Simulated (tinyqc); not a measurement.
# Double-gate transistor below threshold, two-dimensional Poisson equation on a small mesh, step by step

Program tinyqc, `OMP_NUM_THREADS=1 python tinyqc.py 2480083 2480084 out.jsonl`; Intel Xeon 2.30GHz, shared host, one thread, about 0.1 s. Printed values are rounded.

Half of a symmetric double-gate structure: row 0 is the mid-plane of the body, where the normal field vanishes. Mobile charge is neglected (subthreshold), the body is fully depleted, and potentials are counted from the intrinsic level; rows run upward to the gate, columns from source to drain.

Values chosen for this exercise; semiconductor permittivity made up:
- T = 250 K (temperature)
- eps_r = 8.91 (relative permittivity of the semiconductor)
- eox = 22 (relative permittivity of the insulator)
- tb = 3 nm (half the body thickness)
- tox = 5.4 nm (insulator thickness)
- L = 24 nm (channel length)
- Na = 0 cm^-3 (acceptor density of the depleted body)
- Vbi = 0.46 V (potential of the source)
- Vfb = -0.03 V (gate offset)
- Vg = 0 V (gate voltage)
- Vd = 0.05 V (drain voltage)

Constants: q = 1.602176634e-19 C, kB = 1.380649e-23 J/K, Vt = kB T/q, eps0 = 8.8541878128e-14 F/cm where lengths are in cm. Results are converted to the units shown.

## Coefficients of the five-point equations

Mesh: rows i = 0..2 in the semiconductor (step hs = tb/2, row 2 on the interface), then 2 step(s) ho = tox/2 up to the gate row 4; columns j = 0..5 (step hy = L/5). Box integration, divided by eps0: up_i = eps hy/h of the interval above row i, dn_i = that of the interval below (0 for row 0), lat_i = (sum of eps h/2 over the intervals above and below)/hy, s_i = -q Na w_i hy/eps0 with w_i the semiconductor height of the box (hs/2 for row 0 and the interface row, hs between, 0 in the insulator). Each free node obeys (up + dn + 2 lat) psi = up psi(above) + dn psi(below) + lat [psi(left) + psi(right)] + s.

up, row 0 to 3: [28.5120, 28.5120, 39.1111, 39.1111]
dn, row 0 to 3: [0, 28.5120, 28.5120, 39.1111]
lat, row 0 to 3: [1.39219, 2.78437, 7.57969, 12.3750]
s, row 0 to 3 (V): [0, 0, 0, 0]

## Iteration 1: over-relaxation sweep (omega = 1.5)

psi at the start (fixed values on the edges, free nodes linear between source and drain columns) (V):
```
            j=0       j=1       j=2       j=3       j=4       j=5
row 0  0.460000  0.470000  0.480000  0.490000  0.500000  0.510000
row 1  0.460000  0.470000  0.480000  0.490000  0.500000  0.510000
row 2  0.460000  0.470000  0.480000  0.490000  0.500000  0.510000
row 3  0.245000  0.250000  0.255000  0.260000  0.265000  0.270000
row 4  0.030000  0.030000  0.030000  0.030000  0.030000  0.030000
```

Free nodes: rows 0..3, columns 1..4, taken row by row from row 0, left to right. t = (up psi(above) + dn psi(below) + lat [psi(left) + psi(right)] + s)/(up + dn + 2 lat), with the newest neighbours; psi(new) = psi + 1.5 (t - psi).

psi after iteration 1 (V):
```
            j=0       j=1       j=2       j=3       j=4       j=5
row 0  0.460000  0.470000  0.480000  0.490000  0.500000  0.510000
row 1  0.460000  0.470000  0.480000  0.490000  0.500000  0.510000
row 2  0.460000  0.314089  0.299133  0.302162  0.307661  0.510000
row 3  0.245000  0.161173  0.135941  0.131520  0.132257  0.270000
row 4  0.030000  0.030000  0.030000  0.030000  0.030000  0.030000
```

## Iteration 2: over-relaxation sweep (omega = 1.5)

As before.

psi after iteration 2 (V):
```
            j=0       j=1       j=2       j=3       j=4       j=5
row 0  0.460000  0.470000  0.480000  0.490000  0.500000  0.510000
row 1  0.460000  0.363470  0.349310  0.352935  0.359434  0.510000
row 2  0.460000  0.249217  0.202965  0.194593  0.222363  0.510000
row 3  0.245000  0.147164  0.114995  0.106769  0.145570  0.270000
row 4  0.030000  0.030000  0.030000  0.030000  0.030000  0.030000
```

## Course of the iteration: over-relaxation sweep (omega = 1.5)

Stop when the largest change of psi is below 1e-7 V, or after 400 iterations. Fixed values: gate row Vg - Vfb; column 0 at Vbi and the last column at Vbi + Vd in the semiconductor, each running linearly to Vg - Vfb across the insulator.

Course of the iteration:
```
iteration  psi at row 0, j = 2 (V)  largest |change| of one entry (V)
1                             0.48                              0.192
2                             0.48                              0.141
3                         0.291692                              0.205
4                         0.169604                              0.141
5                         0.128157                             0.0421
6                         0.106932                             0.0212
7                         0.104260                            8.23e-3
8                         0.107120                            8.93e-3
9                         0.111658                            4.54e-3
...                            ...                                ...
16                        0.114827                            2.28e-5
17                        0.114830                            8.40e-6
18                        0.114841                            1.09e-5
19                        0.114846                            7.59e-6
20                        0.114847                            1.55e-6
21                        0.114847                            4.78e-7
22                        0.114847                            2.65e-7
23                        0.114847                            2.70e-7
24                        0.114847                            9.18e-8
```

Converged in 24 iterations. The changes do not fall evenly; from iteration 19 to 24 they shrink by a factor of 2.4 a step on average.

## Barrier, swing and barrier lowering

converged psi (V):
```
            j=0       j=1       j=2       j=3       j=4       j=5
row 0  0.460000  0.206540  0.114847  0.119453  0.225413  0.510000
row 1  0.460000  0.198642  0.110144  0.114504  0.216691  0.510000
row 2  0.460000  0.173862  0.096374  0.100002  0.189305  0.510000
row 3  0.245000  0.115361  0.070616  0.072826  0.124497  0.270000
row 4  0.030000  0.030000  0.030000  0.030000  0.030000  0.030000
```

d psi/dVg on row 0: j=0 0.000000, j=1 0.591260, j=2 0.808462, j=3 0.808462, j=4 0.591260, j=5 0.000000
d psi/dVd on row 0: j=0 0.00000, j=1 0.01564, j=2 0.04970, j=3 0.14183, j=4 0.39310, j=5 1.00000

The barrier is read along row 0, the path farthest from the gate. Take the node j of lowest psi: barrier Vbi - psi_j; swing Vt ln 10/(d psi_j/dVg); DIBL = (d psi_j/dVd)/(d psi_j/dVg). The derivatives solve the same equations with s = 0 and a unit change of that voltage.

j = 2
barrier = 0.345153 V
swing = 61.3577 mV/decade
DIBL = 61.4796 mV/V

A mesh of 12, 8 and 80 steps (semiconductor, insulator, channel) gives a barrier of 0.366 V, a swing of 57.7 mV a decade and a DIBL of 77.2 mV/V; the small mesh puts the barrier 5.8 % below that.
